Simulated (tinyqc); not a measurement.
Schottky barrier with interface states (Cowley-Sze model), image lowering and contact resistance: one step, computed by the program tinyqc. Command: `OMP_NUM_THREADS=1 python tinyqc.py 3011626 3011627 out.jsonl pinning walk`. One thread of a shared host (Intel(R) Xeon(R) Processor @ 2.30GHz), about 0.01 s of CPU time with the checks.

An n-type semiconductor under a metal. The barrier lies between the Schottky-Mott limit phi_M - chi and the Bardeen limit E_g - E_n, E_n being the neutrality level of the interface states; the space-charge term of the full Cowley-Sze expression is left out.

Problem. Thermionic current. A* = 4 pi e m_e M_c k_B^2/h^3 (a simple valley count); J_s = A* T^2 exp(-phi/k_B T). J_0 uses phi_B; the reverse current uses phi_B less the image lowering, times 1 - exp(-V_r/k_B T).

Inputs (values chosen for the exercise, with gap, mass and screening modelled on GaN): electron mass m_e = 0.195 m_0; valleys M_c = 1; temperature T = 200 K; reverse bias V_r = 4.1 V.

Pinning factor from: Moench relation.

barrier phi_B = 1.236364 eV

image lowering = 0.06798696 eV

Constants: e = 1.602176634e-19 C; m_0 = 9.1093837015e-31 kg; k_B = 1.380649e-23 J/K; h = 6.62607015e-34 J s; k_B = 8.617333262e-05 eV/K.

Give: Richardson constant A*; J_0; thermionic reverse current.

Solution.

Richardson constant A* = 23.43 A cm^-2 K^-2

J_0 = 6.560e-26 A/cm^2

thermionic reverse current = 3.389e-24 A/cm^2

Image lowering raises the reverse current by a factor 51.7. Caution: so small an emission current is nominal: generation, tunnelling and edge leakage set the real one.
